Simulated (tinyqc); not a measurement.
Lateral field, substrate current, probability of reaching the oxide barrier and hot-carrier lifetime of a silicon transistor (pseudo-two-dimensional and lucky-electron models): one step, computed by the program tinyqc. Command: `OMP_NUM_THREADS=1 python tinyqc.py 3009649 3009650 out.jsonl hotcar walk`. One thread of a shared host (Intel(R) Xeon(R) Processor @ 2.30GHz), about 0.01 s of CPU time with the checks.

Local-field models: a lucky carrier gains its energy at the peak field over a path free of collisions. Voltages are magnitudes.

Question. Saturation point and current. C_ox = 3.9 eps_0/t; F_sat = 2 v_s/mu; V_Dsat = V_ov F_sat L/(V_ov + F_sat L), V_ov = V_G - V_T; I_D/W = C_ox v_s (V_ov - V_Dsat).

Inputs (values chosen for the exercise, modelled on a silicon n-channel):
```
quantity                             value                      unit
channel length L                       840                        nm
oxide thickness t                       21                        nm
junction depth x_j                     240                        nm
mobility mu                            380                cm^2/(V s)
saturation velocity v_s               0.85                  1e7 cm/s
threshold voltage V_T                  0.5                         V
gate voltage V_G                       2.3                         V
ionisation prefactor A_i           2.1e+06                      1/cm
ionisation field B_i                  1.74                     MV/cm
hot-carrier mean free path lambda      8.5                        nm
oxide barrier phi_b                    3.1                        eV
interface-trap threshold phi_it        3.6                        eV
lifetime constant H                    200  s microampere/micrometre
```

Drain: abrupt.

Constants: eps_0 = 8.8541878128e-12 F/m.

Give: F_sat; V_Dsat; drain current I_D/W.

Answer.

F_sat = 44.74 kV/cm

V_Dsat = 1.217 V

drain current I_D/W = 81.48 microampere/micrometre
